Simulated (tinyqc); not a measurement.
Three-phonon processes in a diatomic chain: dispersion, energy and momentum conservation, and decay channels of optical phonons: one step, computed by the program tinyqc.

Cell length a, two atoms, one spring constant. x = q a/pi runs from -1 to 1; A and O are the acoustic and optical branches. Matrix elements are not computed: only conservation laws and occupation factors are followed.

Task: Band edges. omega^2 = k (1/m + 1/M) -/+ k sqrt((1/m + 1/M)^2 - 4 sin^2(pi x/2)/(m M)); nu = 15.6333042 THz x sqrt(omega^2) for eV/(angstrom^2 u). Acoustic top sqrt(2 k/M), optical bottom sqrt(2 k/m), optical top sqrt(2 k (1/m + 1/M)).

Inputs (values chosen for the exercise, for a model chain): light mass m = 31 u; heavy mass M = 116 u; spring constant k = 2.9 eV/angstrom^2.

Constants: nu for 1 eV/(angstrom^2 u) = 15.6333042 THz.

Give: acoustic top; optical bottom; optical top; optical top over twice the acoustic top; optical bottom over twice the acoustic top; optical width over acoustic top.

Result:

acoustic top = 3.4957 THz

optical bottom = 6.7621 THz

optical top = 7.6123 THz

optical top over twice the acoustic top = 1.0888

optical bottom over twice the acoustic top = 0.96720

optical width over acoustic top = 0.24319

The zone-centre optical phonon lies above twice the acoustic top (M/m > 3), so its decay into two acoustic phonons is forbidden.
